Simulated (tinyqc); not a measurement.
# On-chip interconnect, size-dependent resistivity and RC delay: what changes with what

A rectangular line between two neighbours and two ground planes. Surface and grain-boundary scattering are added to the bulk resistivity as corrections; capacitances are parallel-plate values without fringing; inductance is ignored.

Inputs (values chosen for the exercise); metal values close to those of aluminium: bulk resistivity rho0 = 2.7 uohm cm; bulk mean free path lam = 19.5 nm; specular share of surface scattering ps = 0.6; reflection coefficient of grain boundaries Rg = 0.16; grain size over the metal width gr = 2; drawn line width wd = 26 nm; aspect ratio, height over width AR = 1.6; liner on both walls and the bottom, not conducting tl = 1.9 nm; space to the neighbouring lines sp = 52 nm; dielectric height to the planes above and below hd = 32 nm; relative permittivity of the dielectric ek = 3; Miller factor of the neighbours Mf = 2; line length Lw = 7.5 um; driver resistance Rd = 2800 ohm; load capacitance Cl = 1.7 fF; bulk resistivity of the second metal (close to copper) rho2 = 1.7 uohm cm; mean free path of the second metal lam2 = 39.2 nm; liner of the second metal tl2 = 1.3 nm.

Constants: eps0 = 8.8541878128e-12 F/m. Results are converted to the units shown.

Each table varies one quantity; the others keep the values above.

## Delay against the aspect ratio

Metal width x = wd - 2 tl, height y = AR wd - tl; grain boundaries (Mayadas-Shatzkes): al = (lam/(gr x)) Rg/(1 - Rg), g = 1/[1 - 3 al/2 + 3 al^2 - 3 al^3 ln(1 + 1/al)] - 1; surfaces (Fuchs-Sondheimer, thick limit): s = (3/8) lam (1 - ps)(1/x + 1/y); rho = rho0 (1 + g + s); r = rho/(x y); c = eps0 ek (2 wd/hd + 2 Mf AR wd/sp). Elmore delay tE = Rd (c Lw + Cl) + r Lw (c Lw/2 + Cl); t50 is the time at which the far end of a ladder of 30 pi sections (half capacitances at both ends, Cl at the far end, a step applied through Rd) reaches half the step; line share r Lw/(Rd + r Lw); estimate 0.69 Rd (c Lw + Cl) + 0.38 r c Lw^2 + 0.69 r Lw Cl.

Delay against the aspect ratio:
```
AR   rho (uohm cm)  r (ohm/um)  c (fF/um)  tE (ps)  t50 (ps)  estimate (ps)  line share of the resistance (%)
0.8          3.804       90.66    0.08566    7.933     5.550          5.489                             19.54
1.2          3.656       56.20     0.1069    7.891     5.508          5.456                             13.08
1.6          3.585       40.68     0.1282    8.117     5.659          5.611                             9.825
2            3.544       31.86     0.1494    8.438     5.878          5.831                             7.863
2.4          3.517       26.18     0.1707    8.803     6.129          6.083                             6.553
2.8          3.497       22.22     0.1919    9.193     6.398          6.352                             5.617
3.2          3.483       19.30     0.2132    9.598     6.677          6.631                             4.915
3.6          3.472       17.06     0.2344    10.01     6.963          6.917                             4.369
4            3.463       15.28     0.2557    10.43     7.254          7.207                             3.932
```

What does the table show?

As AR goes from 0.8 to 4, r falls from 90.7 to 15.3 ohm/um, c rises from 0.0857 to 0.256 fF/um and t50 goes from 5.55 through a minimum of 5.51 (at AR = 1.2 among the rows listed) to 7.25 ps. t50/tE lies between 0.695 and 0.700, and the estimate is within 1.1 % of t50. A taller line lowers r but raises the coupling to its neighbours, which gives the minimum.

## Two metals against line width

Metal width x = wd - 2 tl, height y = AR wd - tl; grain boundaries (Mayadas-Shatzkes): al = (lam/(gr x)) Rg/(1 - Rg), g = 1/[1 - 3 al/2 + 3 al^2 - 3 al^3 ln(1 + 1/al)] - 1; surfaces (Fuchs-Sondheimer, thick limit): s = (3/8) lam (1 - ps)(1/x + 1/y); rho = rho0 (1 + g + s); r = rho/(x y). The second metal has rho2, lam2 and tl2 in place of rho0, lam and tl; ps, Rg, gr and AR are shared.

Results:
```
wd (nm)  rho, first (uohm cm)  rho, second (uohm cm)  r, first (ohm/um)  r, second (ohm/um)  ratio second/first
6.5                    9.1354                 7.6059             3980.6              2143.1             0.53839
8                      6.9832                 6.0537             1525.4              974.83             0.63907
10                     5.6826                 4.9323             650.03              453.42             0.69754
13                     4.7582                 4.0364             273.65              199.03             0.72733
17                     4.1601                 3.4085             124.57              91.389             0.73365
30                     3.4534                 2.6143             28.592              20.431             0.71456
45                     3.1840                 2.2958             11.024              7.6586             0.69469
70                     3.0034                 2.0772             4.1207              2.7840             0.67562
120                    2.8738                 1.9177             1.3010             0.85656             0.65840
```

Estimate the missing row, wd = 22 nm.

Computed row:
```
wd (nm)  rho, first (uohm cm)  rho, second (uohm cm)  r, first (ohm/um)  r, second (ohm/um)  ratio second/first
22                     3.7724                 2.9800             62.245              45.313             0.72797
```

With this row back in the table: The resistivity of the first metal falls from 9.14 to 2.87 uohm cm and that of the second goes from 7.61 to 1.92 uohm cm as the line widens. The products rho0 lam, which set the size effect, are 52.7 and 66.6 uohm cm nm. The second metal has the lower resistance in every row. For widths well under the mean free path the thick-limit surface term is only a guide.

Program tinyqc, `OMP_NUM_THREADS=1 python tinyqc.py 2100152 2100153 out.jsonl`; Intel Xeon 2.30GHz, shared host, one thread, about 0.01 s.
